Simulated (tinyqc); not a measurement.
Inside a calculation. Method: Hubbard chain of 2 sites. Computed by tinyqc, a small Python program that keeps every step. Settings: hopping = 0.82, U = 3.0, mixing = 1, iteration cap = 85. Command: `OMP_NUM_THREADS=1 python tinyqc.py 25235 25236 out.jsonl` (the two numbers bound the seeds that draw the settings). One thread of a shared host (Intel(R) Xeon(R) Processor @ 2.60GHz), about 0.1 s of CPU time with the checks. Later iterations appear only in the table of the cycle.

## Mean-field iteration 1

one-body matrix (hopping and site energies) (eV):
```
           1          2
1   0.000000  -0.820000
2  -0.820000   0.000000
```

U = 3.000000 eV

electrons, up and down: 1  1

mixing = 1

n(up) at the start (a guess, not normalised): 1 0.800000, 2 0.200000

n(down) at the start (a guess): 1 0.200000, 2 0.800000

H(up) = T + U n(down), H(down) = T + U n(up); fill the lowest levels; n(new) = n + mixing (n(out) - n); E = tr T (rho up + rho down) + U sum n_up n_down of the output.

levels, up (eV): 0.282461  2.717539

levels, down (eV): 0.282461  2.717539

energy = -0.424140 eV

n(up) after iteration 1: 1 0.869598, 2 0.130402

n(down) after iteration 1: 1 0.130402, 2 0.869598

## Mean-field iteration 2

As before.

levels, up (eV): 0.120933  2.879067

levels, down (eV): 0.120933  2.879067

energy = -0.444820 eV

n(up) after iteration 2: 1 0.902009, 2 0.097991

n(down) after iteration 2: 1 0.097991, 2 0.902009

## Mean-field iteration 3

As before.

levels, up (eV): 0.041610  2.958390

levels, down (eV): 0.041610  2.958390

energy = -0.447902 eV

n(up) after iteration 3: 1 0.913479, 2 0.086521

n(down) after iteration 3: 1 0.086521, 2 0.913479

## Convergence

Each step fills the lowest levels of T + U n(other spin) and sets n(new) = n + mixing (n(out) - n); stop when output and input agree to 1e-8.

Course of the cycle:
```
iteration       E (eV)  largest |n(out) - n(in)|  mean |n_up - n_down|
1          -0.42414043                  6.96e-02              0.739196
2          -0.44481954                  3.24e-02              0.804018
3          -0.44790176                  1.15e-02              0.826958
4          -0.44823225                  3.62e-03              0.834204
5          -0.44826354                  1.10e-03              0.836406
6          -0.44826639                  3.31e-04              0.837068
7          -0.44826664                  9.90e-05              0.837266
8          -0.44826666                  2.96e-05              0.837325
9          -0.44826667                  8.85e-06              0.837343
10         -0.44826667                  2.64e-06              0.837348
11         -0.44826667                  7.90e-07              0.837350
12         -0.44826667                  2.36e-07              0.837350
13         -0.44826667                  7.06e-08              0.837350
14         -0.44826667                  2.11e-08              0.837350
15         -0.44826667                  6.30e-09              0.837350
```

local moments n_up - n_down: 1 0.837350, 2 -0.837350

Converged in 15 iterations. Before convergence this energy mixes input and output and is not variational, so it may rise towards its limit.

## The many-body Hamiltonian

Basis: all placements (u, d, 2, 0 on each site), up operators ordered before down ones; hops carry the sign of the same-spin electrons passed.

H (eV), lower triangle:
```
           20         ud         du        02
20   3.000000
ud  -0.820000   0.000000
du  -0.820000   0.000000   0.000000
02   0.000000  -0.820000  -0.820000  3.000000
```

## Exact diagonalisation (4 states)

Lowest levels of the sector, and the double occupancy of the lowest state.

lowest levels (eV): -0.722521  0.000000  3.000000  3.722521

double occupancy per site = 0.081273

The mean-field solution above lies 0.2743 eV above the exact energy.
